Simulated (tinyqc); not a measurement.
Step height from the transmission.

Problem. A single step up from edge 0 (mass mL) to edge U (mass mS) transmits T(E) = 4 vL vR/(vL + vR)^2 with v = k/m, k = sqrt(m (E - edge)/C), C = hbar^2/(2 m0). It is known that vR < vL. Find vR/vL and U.

Inputs (values chosen for the exercise):
```
symbol,value,unit,meaning
mL,0.2,m0,mass in the left lead
E,0.832,eV,electron energy
mS,0.27,m0,mass beyond the step
```

T(E) = 0.65525836

Answer. The reflection amplitude is sqrt(1 - T(E)) = (1 - y)/(1 + y) with y = vR/vL < 1, and y^2 = (E - U) mL/(E mS).

vR/vL = 0.2601
U = 0.7560 eV

tinyqc, about 0.07 s, one thread, Intel Xeon 2.30GHz (shared host): `OMP_NUM_THREADS=1 python tinyqc.py 2560011 2560012 out.jsonl`
